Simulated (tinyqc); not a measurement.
Free and trapped electrons in a MOS channel with a dense trap tail: one step of the calculation.

p-type body, charge-sheet picture, full ionisation (an idealisation for deep acceptors), Boltzmann statistics for free electrons. e = Ec - EF at the surface. Acceptor-like traps of density D(E) = D0 + De exp(-E/Ew) at depth E below Ec, from 0 to Eu, hold n_t = integral of D(E)/(1 + exp((e - E)/Vt)). psi = Eg - Vt ln(Nv/Na) - e; N_dep = sqrt(2 eps0 eps_r Na (psi - Vt)/q); n_f = sqrt(N_dep^2 + 2 eps0 eps_r Vt Nc exp(-e/Vt)/q) - N_dep; Vg = Vfb + psi + q (N_dep + n_t + n_f)/Cox, Cox = eps0 eox/tox.

Question. Trapped charge. Trapezoid rule on 12 equal steps from 0 to Eu, f = 1/(1 + exp((e - E)/Vt)).

Parameters, values chosen for the exercise; band and dielectric values close to those of gallium nitride: temperature T = 400 K; constant background density of acceptor-like traps D0 = 3.7e10 cm^-2 eV^-1; density of the tail at the conduction edge De = 6.8e12 cm^-2 eV^-1; decay energy of the tail Ew = 0.07 eV; depth below Ec down to which the traps reach Eu = 0.81 eV; Ec - EF at the surface e = 0.035 eV.

Constants: q = 1.602176634e-19 C, kB = 1.380649e-23 J/K, Vt = kB T/q. Results are converted to the units shown.

Find: E; D(E) f; n_t.

Answer.

```
point    E (eV)  D(E) f (cm^-2 eV^-1)
0             0             1.8181e12
1      0.067500             1.8924e12
2       0.13500             9.7200e11
3       0.20250             4.1066e11
4       0.27000             1.8047e11
5       0.33750             9.1762e10
6       0.40500             5.7882e10
7       0.47250             4.4962e10
8       0.54000             4.0036e10
9       0.60750             3.8157e10
10      0.67500             3.7441e10
11      0.74250             3.7168e10
12      0.81000             3.7064e10
```

n_t = 3.1931e11 cm^-2

Computed by the program tinyqc: `OMP_NUM_THREADS=1 python tinyqc.py 2222003 2222004 out.jsonl`, one thread of a shared Intel Xeon 2.30GHz, about 0.02 s for the whole run.
